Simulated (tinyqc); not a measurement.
Equal gaps, different models: fitting sp3s* parameters to three gaps by Newton steps.

sp3s* tight binding, nearest neighbours only: anion (a) at 0, cation (c) at a/4 (1,1,1), orbitals s, px, py, pz, s* on each; k in units of 2 pi/a. With phases e_j = exp(i (pi/2) k.n_j) for n = (1,1,1), (1,-1,-1), (-1,1,-1), (-1,-1,1): g0 = (e1+e2+e3+e4)/4, g1 = (e1+e2-e3-e4)/4, g2 = (e1-e2+e3-e4)/4, g3 = (e1-e2-e3+e4)/4. The diagonal holds the levels Esa, Epa, Exa (s*) and Esc, Epc, Exc. Anion-cation block: <sa|sc> = Vss g0; <sa|xc> = Vsapc g1; <xa|sc> = -Vscpa g1; <xa|xc> = Vxx g0; <xa|yc> = <ya|xc> = Vxy g3, <xa|zc> = <za|xc> = Vxy g2, <ya|zc> = <za|yc> = Vxy g1; <s*a|xc> = Vxapc g1; <xa|s*c> = -Vpaxc g1; y and z take g2 and g3 in place of g1; s-s* and s*-s* vanish.

Gaps are level 5 at Gamma, X = (1,0,0) and L = (1/2,1/2,1/2) less level 4 at Gamma; no spin-orbit coupling. Free parameters: Vss, Exa and Exc. H is linear in them, so by Hellmann-Feynman J_ij = <u|dH/dp_j|u> for level 5 at point i less the same for level 4 at Gamma. Newton: p(new) = p + J^-1 (target - gaps); stop when all misses are below 1e-7 eV.

Constants: hbar^2/2m0 = 3.80998211 eV angstrom^2.

Inputs chosen for the exercise (out of a larger set: near a published set for GaAs, fitted to gaps, whose masses and valley positions are rough; not measured data):
- p = (-8.312, 1.039, -2.642, 3.669, 8.619, 6.704, -6.499, 1.978, 5.122, 4.439, 5.837, 4.802, 4.833) eV (start, order Esa, Epa, Esc, Epc, Exa, Exc, Vss, Vxx, Vxy, Vsapc, Vscpa, Vxapc, Vpaxc)
- tg = (1.8774, 1.9935, 1.7645) eV (target gaps at Gamma, X, L)
- a = 5.652 angstrom (lattice constant)

The same three targets are met with other triples of free parameters (those for which Newton converges within 3 eV of the start). Not fitted: level 5 at K = (3/4,3/4,0) above Ev, the spacing of levels 6 and 5 at X, the depth of level 2 at X below Ev, the valence width at Gamma, and the mass c q^2/(E(q) - E(0)) of level 5 along [100], q = 0.002 (2 pi/a), c = hbar^2/2m0.

Unfitted results:
```
free parameters    largest change (eV)  K (eV)  X spacing (eV)  level 2 at X (eV)  valence width (eV)  mass (m0)
start                            0.000   2.028           0.335              7.525              12.546     0.1255
Vss, Vxapc, Vpaxc                0.264   1.963           0.358              7.552              12.789     0.1507
Esc, Vxapc, Vpaxc                0.707   1.931           0.132              7.550              12.445     0.1475
Vss, Vsapc, Vpaxc                0.264   1.974           0.526              7.481              12.789     0.1539
Esa, Vxapc, Vscpa                0.778   1.960           0.325              7.389              12.011     0.1587
Vss, Exa, Exc                    0.264   1.962           0.345              7.535              12.789     0.1507
Esc, Vsapc, Exc                  0.848   1.950           0.234              7.379              12.445     0.1506
```

What does the comparison show?

All fitted rows have the same three gaps, yet they spread by 44 meV at K, 394 meV in the X spacing, 173 meV in level 2 at X, 778 meV in the valence width and 7.4 % in the mass. The smallest change of parameters, 0.264 eV, is that of Vss, Vxapc, Vpaxc; Vss, Vsapc, Vpaxc; Vss, Exa, Exc. A fit fixes what it was given and leaves the rest to the choice of free parameters.

Program tinyqc; command `OMP_NUM_THREADS=1 python tinyqc.py 1482349 1482350 out.jsonl`; about 0.2 s on one thread of a shared Intel(R) Xeon(R) Processor @ 2.30GHz.
